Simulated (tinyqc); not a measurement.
Geometry relaxation of a small cluster: one step, computed by the program tinyqc. Command: `OMP_NUM_THREADS=1 python tinyqc.py 3007303 3007304 out.jsonl relax walk`. One thread of a shared host (Intel(R) Xeon(R) Processor @ 2.30GHz), about 0.02 s of CPU time with the checks.

E = sum_i {sum_j A exp(-p (r_ij/r0 - 1)) - xi sqrt(rho_i)}, rho_i = sum_j exp(-2 q (r_ij/r0 - 1)); the force on i is -sum_j w_ij (R_i - R_j)/r_ij with w_ij = -(2p/r0) A exp(-p (r_ij/r0 - 1)) + (xi q/r0) exp(-2 q (r_ij/r0 - 1)) (rho_i^(-1/2) + rho_j^(-1/2)).

Task: Energy and forces at the start. Evaluate E and the forces at the starting positions.

Inputs (values chosen for the exercise, for model atoms):

| quantity | value | unit |
|---|---|---|
| length r0 | 2.36 | angstrom |
| repulsion A | 0.19 | eV |
| hopping xi | 2.47 | eV |
| decay p | 11.8 | - |
| decay q | 3.15 | - |

Potential: Gupta. Method: BFGS.

starting positions (angstrom):
```
            x      y      z
atom 1  -0.01   0.05   0.18
atom 2   2.15  -0.05  -0.03
atom 3   1.33   1.92  -0.18
atom 4   1.46   0.41   1.93
atom 5   1.18   0.54  -1.91
```

Give: distances; energy at the start; forces.

Result:

distances (angstrom): 1-2 2.172, 1-3 2.329, 1-4 2.314, 1-5 2.454, 2-3 2.139, 2-4 2.128, 2-5 2.196, 3-4 2.598, 3-5 2.218, 4-5 3.852

energy at the start = -20.47 eV

forces (eV/angstrom):
```
             x       y       z
atom 1   1.838   1.333  -0.264
atom 2   0.583  -0.754  -0.616
atom 3  -0.904  -1.294   0.425
atom 4  -1.050   0.560  -1.562
atom 5  -0.467   0.154   2.017
```
